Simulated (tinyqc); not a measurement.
Donor in an ellipsoidal valley (Kohn-Luttinger variational method). The trial energy against the axis ratio. Computed by tinyqc, a small Python program. Command: `OMP_NUM_THREADS=1 python tinyqc.py 3015454 3015455 out.jsonl kohnlutt sweep`. One thread of a shared host (Intel(R) Xeon(R) Processor @ 2.30GHz), about 0.07 s of CPU time with the checks.

H = -(d^2/dx^2 + d^2/dy^2) - gamma d^2/dz^2 - 2/r in units built on m_t, with gamma = m_t/m_l and z along the valley axis. One valley; no valley-orbit or central-cell term.

Inputs (values chosen for the exercise, modelled on 3C-SiC): transverse mass m_t = 0.251 m_0; longitudinal mass m_l = 0.671 m_0; dielectric constant eps = 9.51.

Constants: Ry = 13.605693123 eV; a_0 = 0.529177210903 angstrom.

Method. Ry* = Ry m_t/eps^2, a* = a_0 eps/m_t, gamma = m_t/m_l. Trial function exp(-sqrt((x^2 + y^2)/a^2 + z^2/b^2)) with beta = b/a < 1: E = t/a^2 - u/a, t = (2 + gamma/beta^2)/3, u = 2 arcsin(sqrt(1 - beta^2))/sqrt(1 - beta^2); the best a is 2 t/u and E(beta) = -u^2/(4 t).

One run for each value:
```
trial ratio b/a  E(beta) (Ry*)  best a (a*)      t      u
0.15                    -0.332        4.322  6.208  2.873
0.25                    -0.696        1.955  2.662  2.723
0.36                    -1.020        1.264  1.629  2.578
0.46                    -1.206        1.020  1.256  2.461
0.56                    -1.305        0.903  1.064  2.357
0.67                    -1.345        0.838  0.944  2.254
0.77                    -1.341        0.809  0.877  2.169
0.88                    -1.312        0.794  0.828  2.084
0.98                    -1.272        0.791  0.796  2.013
```

Over the rows, E(beta) (Ry*) goes from -0.332 through a minimum among these rows, -1.34 at 0.670, to -1.27; best a (a*) falls from 4.32 to 0.791 (exponent d ln y / d ln x -1.6 between the first rows and -0.037 between the last); t falls from 6.21 to 0.796 (exponent d ln y / d ln x -1.7 between the first rows and -0.36 between the last). Flattening raises the kinetic term t through gamma/beta^2 and the attraction u through a smaller mean distance; the minimum balances the two.

Extremes, crossings and ranges named in words are read from the listed rows.
